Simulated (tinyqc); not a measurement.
Minority carriers and saturation current of a heavily doped emitter: one step of the calculation.

n-type, parabolic bands, full ionisation. eta = (EF - Ec)/kB T solves N = Nc F12(eta), F12(x) = (2/sqrt(pi)) int_0^infinity sqrt(u)/(1 + exp(u - x)) du. The gap shrinks rigidly by dEg = E1 [ln(N/N0) + sqrt(ln^2(N/N0) + 0.5)], an empirical law that is here taken as the true narrowing.

Task. Saturation current. 1/tau = Cn N^2 + 1/ts, D = mup Vt, L = sqrt(D tau); J0 = (q p0 D/L)(s + tanh(W/L))/(1 + s tanh(W/L)), s = S L/D; the share recombining inside is 1 - 1/[cosh(W/L)(1 + tanh(W/L)/s)].

Inputs (values chosen for the exercise); band and dielectric values those of a made-up semiconductor: temperature T = 350 K; ionised donor density N = 8.8e18 cm^-3; minority-hole mobility mup = 180 cm^2/(V s); Auger coefficient Cn = 2.2e-31 cm^6/s; defect lifetime ts = 1.2 us; emitter width W = 83 nm; recombination velocity at the contact S = 3e5 cm/s.

Constants: q = 1.602176634e-19 C, kB = 1.380649e-23 J/K, Vt = kB T/q. Results are converted to the units shown.

p0 = 6233.7894 cm^-3

Wanted: tau; L; s; J0; share recombining inside.

Result.

tau = 55.959 ns
L = 5511.8 nm
s = 30.458
J0 = 2.0552e5 fA/cm^2
share recombining inside = 0.060744 %

The emitter is transparent: most holes reach the contact.

Range of the model: Band tails, non-parabolic bands and incomplete ionisation are left out.

tinyqc, about 0.01 s, one thread, Intel Xeon 2.30GHz (shared host): `OMP_NUM_THREADS=1 python tinyqc.py 2330128 2330129 out.jsonl`
